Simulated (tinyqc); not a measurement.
Lateral field, substrate current, probability of reaching the oxide barrier and hot-carrier lifetime of a silicon transistor (pseudo-two-dimensional and lucky-electron models). Changing the junction depth x_j. Computed by tinyqc, a small Python program. Command: `OMP_NUM_THREADS=1 python tinyqc.py 3027308 3027309 out.jsonl hotcar sweep`. One thread of a shared host (Intel(R) Xeon(R) Processor @ 2.30GHz), about 0.01 s of CPU time with the checks.

Local-field models: a lucky carrier gains its energy at the peak field over a path free of collisions. Voltages are magnitudes.

Inputs (values chosen for the exercise, modelled on a silicon p-channel):
```
quantity,value,unit
channel length L,530,nm
oxide thickness t,12,nm
mobility mu,140,cm^2/(V s)
saturation velocity v_s,0.71,1e7 cm/s
threshold voltage V_T,0.44,V
gate voltage V_G,4.2,V
drain voltage V_D,9.2,V
ionisation prefactor A_i,6.9e+06,1/cm
ionisation field B_i,3.69,MV/cm
hot-carrier mean free path lambda,4.3,nm
oxide barrier phi_b,4.6,eV
interface-trap threshold phi_it,4.7,eV
lifetime constant H,7,s microampere/micrometre
length of the depleted extension L_n,72,nm
```

Drain: lightly doped extension.

Constants: eps_0 = 8.8541878128e-12 F/m.

Method:
- C_ox = 3.9 eps_0/t; F_sat = 2 v_s/mu; V_Dsat = V_ov F_sat L/(V_ov + F_sat L), V_ov = V_G - V_T; I_D/W = C_ox v_s (V_ov - V_Dsat).
- Scale length l = 0.22 t^(1/3) x_j^(1/2) (all in cm); F_m = sqrt(((V_D - V_Dsat)/l_e)^2 + F_sat^2), with l_e = l + L_n; length of the velocity-saturated region l_e ln((V_D - V_Dsat)/(l_e F_sat) + F_m/F_sat).
- Substrate current I_sub/I_D = (A_i/B_i)(V_D - V_Dsat) exp(-B_i/F_m); probability of reaching the oxide barrier exp(-phi_b/(e lambda F_m)); lifetime tau = (H/(I_D/W)) exp(phi_it/(e lambda F_m)).

One run for each value:
```
junction depth x_j (nm),peak field F_m (kV/cm),substrate current I_sub/W (microampere/micrometre),lifetime tau (s),scale length l (nm)
28,636.95,12.593,6.2766e+05,39.12
39,599.95,8.809,1.8087e+06,46.17
56,558.09,5.554,7.0927e+06,55.32
80,515.95,3.237,3.5116e+07,66.12
110,478.16,1.839,1.8740e+08,77.54
160,434.18,0.842,1.8975e+09,93.51
230,392.83,0.344,2.6861e+10,112.12
330,353.57,0.121,5.9018e+11,134.30
```

Over the rows, peak field F_m (kV/cm) falls from 637 to 354 (exponent d ln y / d ln x -0.18 between the first rows and -0.29 between the last); substrate current I_sub/W (microampere/micrometre) falls from 12.6 to 0.121 (exponent d ln y / d ln x -1.1 between the first rows and -2.9 between the last); lifetime tau (s) rises from 628000 to 5.90e11 (exponent d ln y / d ln x 3.2 between the first rows and 8.6 between the last).

Caution (all rows): the empirical formula for l was fitted to oxides of about 15 nm or more; for thinner ones it is an extrapolation. Caution (rows 80.0, 110, 160, 230, 330): the saturated region fills most of the channel, so the split into two regions is rough.

Extremes, crossings and ranges named in words are read from the listed rows.
